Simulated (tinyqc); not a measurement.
Inversion-layer mobility, back-scattering and ballistic limit of a field-effect transistor: one step, computed by the program tinyqc.

The charge at the top of the source barrier is fixed by the gate; series resistance and short-channel effects are left out. F_j are Fermi integrals normalised to exp(eta) in the classical limit.

Question. Effective mobility. mu_phonon = mu_ph (E_eff/1 MV/cm)^(-0.3) (T/300 K)^(-1.75); mu_rough = mu_sr (E_eff/1 MV/cm)^(-2); mu_Coulomb = mu_C (N_inv/1e12 cm^-2) (T/300 K); Matthiessen's rule adds 1/mu.

Inputs (values chosen for the exercise, modelled on a strained silicon n-channel):

| quantity | value | unit |
|---|---|---|
| phonon mobility at 1 MV/cm and 300 K, mu_ph | 650 | cm^2/(V s) |
| roughness mobility at 1 MV/cm, mu_sr | 2200 | cm^2/(V s) |
| Coulomb mobility at N_inv = 1e12/cm^2, mu_C | 1000 | cm^2/(V s) |
| temperature T | 300 | K |

Statistics at the top of the barrier: Fermi-Dirac.

inversion density N_inv = 1.456268e+12 1/cm^2

effective field E_eff = 0.1497308 MV/cm

Give: phonon part; roughness part; Coulomb part; effective mobility mu.

Answer.

phonon part = 1149 cm^2/(V s)

roughness part = 98130 cm^2/(V s)

Coulomb part = 1456 cm^2/(V s)

effective mobility mu = 638.1 cm^2/(V s)

The phonon part is the lowest and holds 56 % of 1/mu.
